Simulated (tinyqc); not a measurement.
Esaki diode in forward bias, two-band WKB: two steps of the calculation.

Abrupt p-n junction, depletion approximation. Energies E are counted from the conduction-band edge of the neutral n side; its Fermi level lies at dn, that of the p side at dn - V, and the valence-band edge of the neutral p side at Em = dn + dp - V. Tunnelling needs 0 < E < Em. Two-band dispersion with equal masses m: inside the gap kappa = sqrt(m u (1 - u/Eg)/C), u the distance from a band edge, C = hbar^2/(2 m0).

Inputs (values chosen for the exercise); band and dielectric values those of a made-up semiconductor:
- T = 350 K (temperature)
- Eg = 1.09 eV (band gap)
- Nc = 6.93e17 cm^-3 (conduction-band density of states at 350 K)
- Nv = 1.46e19 cm^-3 (valence-band density of states at 350 K)
- m = 0.081 m0 (band-edge mass of the two-band model)
- Na = 5.9e19 cm^-3 (acceptor density)
- Nd = 9.8e18 cm^-3 (donor density)
- V = 0.17 V (bias of the p side)
- nE = 13 (points of the energy grid)

Constants: q = 1.602176634e-19 C, kB = 1.380649e-23 J/K, hbar = 1.054571817e-34 J s, h = 6.62607015e-34 J s, m0 = 9.1093837015e-31 kg, Vt = kB T/q, hbar^2/(2 m0) = 0.0380998212 eV nm^2. Results are converted to the units shown.

Task 1. Fermi levels and built-in voltage. Nd = Nc F12(dn/Vt), Na = Nv F12(dp/Vt), F12(x) = (2/sqrt(pi)) int_0^infinity sqrt(u)/(1 + exp(u - x)) du; dn = EF - Ec on the n side, dp = Ev - EF on the p side (negative outside the bands); Vbi = Eg + dn + dp.

Find: dn; dp; Vbi.

Result 1.

dn = 0.2096 eV
dp = 0.08304 eV
Vbi = 1.383 V

Boltzmann statistics would give dn = 0.0799 eV and dp = 0.0421 eV. At zero bias the bands of the two sides overlap by dn + dp.

Task 2. Current density on a coarse grid. J = KJ exp(-S) Eb times the integral from 0 to Em of [f(E - dn) - f(E - dn + V)] [1 - exp(-min(E, Em - E)/Eb)] dE, f(x) = 1/(1 + exp(x/Vt)), with S and Eb from the mean field; J > 0 flows from p to n. KJ = (2 q^2/h) m/(4 pi C) (times 1e14 for A/cm^2 per eV^2). Simpson's rule on nE equally spaced points from 0 to Em.

dn = 0.20960114 eV
dp = 0.083036508 eV
S = 14.038683
Eb = 19.410652 meV

Wanted: E; difference of the f; transverse factor; integral; KJ; J.

Result 2.

| point | E (eV) | difference of the f | transverse factor |
|---|---|---|---|
| 0 | 0.0000 | 0.2110 | 0.0000 |
| 1 | 0.0102 | 0.2727 | 0.4093 |
| 2 | 0.0204 | 0.3444 | 0.6511 |
| 3 | 0.0307 | 0.4238 | 0.7939 |
| 4 | 0.0409 | 0.5069 | 0.8783 |
| 5 | 0.0511 | 0.5890 | 0.9281 |
| 6 | 0.0613 | 0.6653 | 0.9575 |
| 7 | 0.0715 | 0.7323 | 0.9281 |
| 8 | 0.0818 | 0.7876 | 0.8783 |
| 9 | 0.0920 | 0.8304 | 0.7939 |
| 10 | 0.1022 | 0.8609 | 0.6511 |
| 11 | 0.1124 | 0.8796 | 0.4093 |
| 12 | 0.1226 | 0.8871 | 0.0000 |

integral = 0.05414 eV
KJ = 1.311e9 A/(cm^2 eV^2)
J = 1.102 A/cm^2

Range of the model: Parabolic densities of states, no band tails and no gap narrowing, all of which matter at such doping.

tinyqc, about 0.01 s, one thread, Intel Xeon 2.30GHz (shared host): `OMP_NUM_THREADS=1 python tinyqc.py 2620106 2620107 out.jsonl`
